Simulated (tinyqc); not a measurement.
Worked calculation: Hubbard chain of 2 sites. Computed by tinyqc, a small Python program that keeps every step. Settings: hopping = 1.81, U = 9.2, mixing = 0.5, iteration cap = 85. Command: `OMP_NUM_THREADS=1 python tinyqc.py 22830 22831 out.jsonl` (the two numbers bound the seeds that draw the settings). One thread of a shared host (Intel(R) Xeon(R) Processor @ 2.60GHz), about 0.2 s of CPU time with the checks.

one-body matrix (hopping and site energies) (eV):
```
           1          2
1   0.000000  -1.810000
2  -1.810000   0.000000
```

U = 9.200000 eV

electrons, up and down: 1  1

n(up) at the start (a guess, not normalised): 1 0.500000, 2 0.500000

n(down) at the start (a guess): 1 0.500000, 2 0.500000

Each step fills the lowest levels of T + U n(other spin) and sets n(new) = n + mixing (n(out) - n); stop when output and input agree to 1e-8.

Course of the cycle:
```
iteration      E (eV)  largest |n(out) - n(in)|  mean |n_up - n_down|
1          0.98000000                  1.11e-16              0.000000
```

Can the last value be used, and what does the course show?

No, though the log alone does not show it. Converged in 1 iterations. But random starts reach -0.71220 eV, so this is another stationary point, not the lowest one. Reruns (cap 100 unless said): mixing 0.2: converged in 1 to a higher stationary point (E = 0.98000); mixing 0.9: converged in 1 to a higher stationary point (E = 0.98000). Before convergence this energy mixes input and output and is not variational, so it may rise towards its limit.
